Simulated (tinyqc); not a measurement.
# In-plane mass from two subband densities

Question. At zero temperature each occupied subband holds N_k = D (EF - E_k), D = 2 md m0 q/(pi hbar^2) per eV (two valleys). Two subbands are occupied. Find md, EF - E1 and EF - E2.

Constants: q = 1.602176634e-19 C, hbar = 1.054571817e-34 J s, m0 = 9.1093837015e-31 kg. Results are converted to the units shown.

N1, N2 (cm^-2): [3.2493747e12, 6.2e10]
E2 - E1 = 24.3 meV

Solution. N1 - N2 = D (E2 - E1) gives D and so md; each N_k/D is a distance to EF.

md = 0.1570 m0
EF - E1 = 24.77 meV
EF - E2 = 0.4727 meV

tinyqc, about 0.3 s, one thread, Intel Xeon 2.30GHz (shared host): `OMP_NUM_THREADS=1 python tinyqc.py 2140104 2140105 out.jsonl`
